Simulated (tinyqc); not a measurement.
# MOS inversion layer, Poisson-Schroedinger loop: effects of single changes

Electrons confined at an insulator interface at z = 0, treated as a hard wall; parabolic valleys, Hartree approximation, no image or exchange terms. The depletion charge lies far deeper than the electrons and gives a uniform field q Nd/(eps0 eps_r); the gate balances all charge. Energies are counted from the band edge at the interface.

Inputs (values chosen for the exercise); masses and permittivity close to those of silicon (100): temperature T = 200 K; relative permittivity eps_r = 11.8; mass along z of valley set A (2 valley(s)) mz1 = 0.898 m0; in-plane density-of-states mass of set A md1 = 0.191 m0; mass along z of valley set B (4 valley(s)) mz2 = 0.186 m0; in-plane density-of-states mass of set B md2 = 0.423 m0; sheet density of electrons Ns = 5.7e11 cm^-2; sheet density of depletion charge Nd = 3.6e12 cm^-2; extra shift of set B (strain) dE = 0.09 eV.

Constants: q = 1.602176634e-19 C, kB = 1.380649e-23 J/K, hbar = 1.054571817e-34 J s, m0 = 9.1093837015e-31 kg, Vt = kB T/q, eps0 = 8.8541878128e-14 F/cm where lengths are in cm, hbar^2/(2 m0) = 0.0380998212 eV nm^2. Results are converted to the units shown.

Each table varies one quantity; the others keep the values above.

## Effect of the sheet density of electrons

Schroedinger equation -(C/mz) psi'' + (V0 + U + dE for set B) psi = E psi, C = hbar^2/(2 m0), psi(0) = 0, on a uniform mesh of 800 nodes with a far wall at 18 nm, 8 levels a set; V0 = q Nd z/(eps0 eps_r); dU/dz = q (Ns - integral of n from 0 to z)/(eps0 eps_r), U(0) = 0; N_k = g md m0 q Vt/(pi hbar^2) ln(1 + exp((EF - E_k)/Vt)), g the number of valleys of the set, sum N_k = Ns. Triangular well: E_k = a_k (C F^2/mz)^(1/3), a_1 = 2.338107, a_2 = 4.087949, C = hbar^2/(2 m0), F in eV/nm. Fang-Howard (all electrons in the lowest level of set A): b^3 = 6 (mz1/C) q (Nd + 11 Ns/32)/(eps0 eps_r), centroid 3/b, level C b^2/(4 mz1) + (3/b) q (Nd + 11 Ns/16)/(eps0 eps_r). The centroid adds 3.9 z_av/eps_r to an oxide-equivalent thickness.

Effect of the sheet density of electrons:

| Ns (cm^-2) | A1 (meV) | B1 (meV) | EF (meV) | share of A1 (%) | share of set A (%) | centroid z_av (nm) | added oxide equivalent (nm) | Fang-Howard centroid (nm) |
|---|---|---|---|---|---|---|---|---|
| 1e11 | 120 | 292 | 63.0 | 99.4 | 100 | 1.43 | 0.472 | 1.51 |
| 2.1e11 | 122 | 294 | 77.9 | 99.4 | 100 | 1.42 | 0.471 | 1.50 |
| 4.5e11 | 126 | 299 | 95.6 | 99.4 | 100 | 1.41 | 0.467 | 1.49 |
| 9.7e11 | 134 | 309 | 119 | 99.4 | 100 | 1.39 | 0.459 | 1.47 |
| 2.1e12 | 151 | 329 | 153 | 99.3 | 100 | 1.34 | 0.444 | 1.42 |
| 4.4e12 | 183 | 368 | 207 | 99.2 | 100 | 1.27 | 0.420 | 1.35 |
| 9.4e12 | 247 | 444 | 304 | 98.6 | 100 | 1.16 | 0.383 | 1.22 |
| 2e13 | 361 | 585 | 481 | 95.1 | 99.9 | 1.04 | 0.344 | 1.06 |

As Ns goes from 1e11 to 2e13, A1 rises from 120 to 361 meV, the share of A1 falls from 99.4 to 95.1 % and the centroid falls from 1.43 to 1.04 nm. A1 goes as Ns^(0.51) between the last two rows (a triangular well in the field of that charge alone gives 2/3). EF lies more than 2 meV above A1 for Ns = 2.1e12, 4.4e12, 9.4e12, 2e13. The Fang-Howard centroid is 5.5 % above the full one in the first row, where A1 holds 99.4 %, and 1.7 % above it in the last, where A1 holds 95.1 %.

## Effect of the extra shift of set B (strain)

Same model as above.

The same in every row: Fang-Howard centroid (nm) = 1.49.

Result of one run:

| dE (eV) | A1 (meV) | B1 (meV) | EF (meV) | share of A1 (%) | share of set A (%) | centroid z_av (nm) | added oxide equivalent (nm) |
|---|---|---|---|---|---|---|---|
| 0.1 | 127 | 311 | 102 | 99.4 | 100 | 1.41 | 0.465 |

What becomes of these results when the extra shift of set B (strain) dE is changed from 0.1 to 0.16 eV, all else the same?

Result of the changed run:

| dE (eV) | A1 (meV) | B1 (meV) | EF (meV) | share of A1 (%) | share of set A (%) | centroid z_av (nm) | added oxide equivalent (nm) |
|---|---|---|---|---|---|---|---|
| 0.16 | 127 | 371 | 102 | 99.4 | 100 | 1.41 | 0.465 |

The whole series:

| dE (eV) | A1 (meV) | B1 (meV) | EF (meV) | share of A1 (%) | share of set A (%) | centroid z_av (nm) | added oxide equivalent (nm) |
|---|---|---|---|---|---|---|---|
| -0.05 | 128 | 163 | 93.6 | 61.1 | 61.4 | 1.78 | 0.588 |
| -0.02 | 128 | 191 | 100 | 88.8 | 89.4 | 1.51 | 0.499 |
| 0.01 | 127 | 221 | 102 | 97.3 | 97.9 | 1.43 | 0.472 |
| 0.04 | 127 | 251 | 102 | 99.0 | 99.6 | 1.41 | 0.466 |
| 0.07 | 127 | 281 | 102 | 99.3 | 99.9 | 1.41 | 0.465 |
| 0.1 | 127 | 311 | 102 | 99.4 | 100 | 1.41 | 0.465 |
| 0.13 | 127 | 341 | 102 | 99.4 | 100 | 1.41 | 0.465 |
| 0.16 | 127 | 371 | 102 | 99.4 | 100 | 1.41 | 0.465 |

As dE goes from -0.05 to 0.16, A1 falls from 128 to 127 meV, the share of A1 rises from 61.1 to 99.4 % and the centroid falls from 1.78 to 1.41 nm. The Fang-Howard centroid is 16 % below the full one in the first row, where A1 holds 61.1 %, and 5.6 % above it in the last, where A1 holds 99.4 %.

Program tinyqc, `OMP_NUM_THREADS=1 python tinyqc.py 2160124 2160125 out.jsonl`; Intel Xeon 2.30GHz, shared host, one thread, about 0.6 s.
